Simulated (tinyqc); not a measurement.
Lossy on-chip transmission line with skin effect: one step of the calculation.

A uniform line in a homogeneous dielectric: c = sqrt(er)/(c0 Z0), l = Z0 sqrt(er)/c0 (c0 = 299792458 m/s), g = w c td, w = 2 pi f. The resistance joins its limits as r = sqrt(r_dc^2 + r_hf^2), with r_dc = rho/(wd th), r_hf = kr rho/(2 delta (wd + th)), delta = sqrt(rho/(pi f mu0)), mu0 = 4 pi 1e-7 H/m; this is an interpolation, and internal inductance, up to 0.05 nH/mm at low frequency, is neglected.

Question. Line constants. delta, r_dc, r_hf, r, l, c and g as defined.

Parameters, values chosen for the exercise:
- wd = 3.5 um (width of the strip)
- th = 1.7 um (thickness of the strip)
- rho = 1.8 uohm cm (resistivity)
- er = 4.2 (relative permittivity)
- td = 0 (loss tangent)
- Z0 = 50 ohm (lossless impedance sqrt(l/c))
- kr = 2 (factor for crowding and the return path)
- f = 13 GHz (frequency)

Find: delta; r_dc; r_hf; r; l; c; g.

Answer.

delta = 0.5922 um
r_dc = 3.025 ohm/mm
r_hf = 5.845 ohm/mm
r = 6.581 ohm/mm
l = 0.3418 nH/mm
c = 136.7 pF/m
g = 0 S/m

r is 2.18 times r_dc; the skin depth is 0.348 of the thickness.

Computed by the program tinyqc: `OMP_NUM_THREADS=1 python tinyqc.py 2810170 2810171 out.jsonl`, one thread of a shared Intel Xeon 2.30GHz, about 0.01 s for the whole run.
